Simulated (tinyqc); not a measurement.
Worked calculation: potential-pH (Pourbaix) lines of a metal, its cation, its oxide and an oxyanion, with a complexing ligand. Computed by tinyqc, a small Python program that keeps every step. Command: `OMP_NUM_THREADS=1 python tinyqc.py 3014942 3014943 out.jsonl pourb walk`. One thread of a shared host (Intel(R) Xeon(R) Processor @ 2.30GHz), about 0.01 s of CPU time with the checks. Intermediate numbers are printed to about 6 digits and carried at full precision; extremes and crossings named in words are read from the listed rows.

Potentials are against the standard hydrogen electrode; solids and water have unit activity; dG_f of M, H+ and the electron is zero; F = e N_A and s = R T ln(10)/F. The cation carries z = 2.

Inputs (values chosen for the exercise, modelled on nickel):
```
quantity                                      value      unit
dG_f of the cation                           -45.36    kJ/mol
dG_f of the oxide                           -213.38    kJ/mol
dG_f of the oxyanion                        -264.31    kJ/mol
dG_f of water                               -237.14    kJ/mol
temperature T                                298.15         K
log10 of the dissolved activity a                -3         -
pH                                               11         -
potential E                                  -0.061         V
log10 of the stability constant beta of ML      8.8         -
pKa of HL                                        10         -
total ligand c_L                               0.34     mol/L
limiting current density i_L                7.6e-05    A/cm^2
molar volume V_m                               6.59  cm^3/mol
```

Species: M, M2+, MO, MO2(2-).

exchange current densities, metal and cathodic (A/cm^2): 1.7e-07  1.5e-11

Tafel slopes, anodic and cathodic (mV/decade): 95  115

Constants: R = 8.314462618 J/(mol K); e = 1.602176634e-19 C; N_A = 6.02214076e+23 1/mol.

## Standard potentials

M2+ + 2e = M; MO + 2H+ + 2e = M + H2O; MO2(2-) + 4H+ + 2e = M + 2H2O. For each, E0 = -dG/(z F), and E = E0 + (s/z) log10 a - (s n_H/z) pH, with no activity term for the oxide.

s = 0.0591593 V

E0 (V): cation -0.23506, oxide 0.12313, oxyanion 1.08809

The metal is less noble than hydrogen.

## Vertical lines

Two oxidised species coexist where their lines against the metal cross: pH1 (cation/oxide) = [E0(oxide) - E0(cation)]/s - (log10 a)/z; pH2 (oxide/oxyanion) = {[E0(oxyanion) - E0(oxide)]/s + (log10 a)/z}/(4/z - 1).

pH1 = 7.55465

pH2 = 14.8113

width of the oxide field, pH2 - pH1 = 7.25664

The oxide is stable from pH 7.55 to 14.81; each decade less of dissolved metal narrows this field by 1.00 pH units.

## The stable species at (pH, E)

The metal is stable below the lowest of the three lines; above it, the species of the lowest line is stable. Water lines at 1 bar: hydrogen E = -s pH, oxygen E = -dG_f(water)/(2F) - s pH.

lines at this pH (V): cation -0.323801, oxide -0.527625, oxyanion -0.302152

upper limit of immunity = -0.527625 V

hydrogen line = -0.650753 V

oxygen line = 0.578139 V

E above the limit of immunity = 0.466625 V

Stable here: the oxide (passivity, if the film is dense). Immunity reaches above the hydrogen line, so without the ligand only oxygen or another oxidant can attack. Caution: other oxidation states, hydroxides and hydrides are left out, and the lines say nothing of rates.

## A complexing ligand

The free ligand is c_L/(1 + 10^(pKa - pH)) (ligand in excess); dissolved metal is a in all, so the free cation is a/alpha, alpha = 1 + beta [L]; the cation line drops by (s/z) log10 alpha.

free ligand = 0.309091 mol/L

log10 alpha = 8.29009

cation line with ligand = -0.569019 V

that line less the oxide line = -0.0413934 V

With the ligand the dissolved state lies below the oxide: the oxide dissolves at this pH, where it would be stable without.

## Mixed potential with oxygen reduction

Anodic i = i0a 10^((E - E_a)/b_a) with E_a the cation line with ligand; cathodic i = i0c 10^((E_c - E)/b_c) with E_c the oxygen line; supply caps the cathodic current, 1/i_c = 1/i(Tafel) + 1/i_L. E_corr makes the two currents equal. Without the cap it would be [b_c E_a + b_a E_c + b_a b_c log10(i0c/i0a)]/(b_a + b_c). Rate = i V_m/(z F). Films are left out.

E_corr without the cap = -0.260990 V

corrosion potential E_corr = -0.320332 V

corrosion current density = 7.05028e-05 A/cm^2

i/i_L = 0.927668

etch rate = 1.44461 nm/min

The current sits at the supply limit: stirring or more oxidant, not the ligand, sets the rate.

## The diagram with and without ligand

The formulas are those given above.

Lines against the metal (V); the species with the lowest line is stable above it:
```
pH     cation      oxide   oxyanion  stable above  cation with ligand  stable above, ligand
0   -0.323801   0.123128   0.999354        cation           -0.324073             dissolved
2   -0.323801   0.004809   0.762716        cation           -0.338521             dissolved
4   -0.323801  -0.113510   0.526079        cation           -0.392825             dissolved
5   -0.323801  -0.172669   0.407760        cation           -0.422351             dissolved
6   -0.323801  -0.231829   0.289442        cation           -0.451924             dissolved
7   -0.323801  -0.290988   0.171123        cation           -0.481491             dissolved
8   -0.323801  -0.350147   0.052804         oxide           -0.510956             dissolved
9   -0.323801  -0.409307  -0.065514         oxide           -0.539439             dissolved
10  -0.323801  -0.468466  -0.183833         oxide           -0.561339             dissolved
12  -0.323801  -0.586785  -0.420471         oxide           -0.570115                 oxide
14  -0.323801  -0.705103  -0.657108         oxide           -0.570242                 oxide
```

Without ligand the oxide holds 5 of the eleven rows (pH 8 to 14), with it 2 (pH 12, 14). The ligand acts once beta [L] exceeds 1, from pH = pKa - log10(beta c_L) = 1.7 on; its line then falls by at most s/z per pH unit and flattens beyond pKa, 0.246 V below the free cation at most. The oxide line falls faster, by s per pH unit, so the oxide takes over again at higher pH.

Checks made by the program: the lines cross at pH1 and pH2 (relative difference below 1e-10).
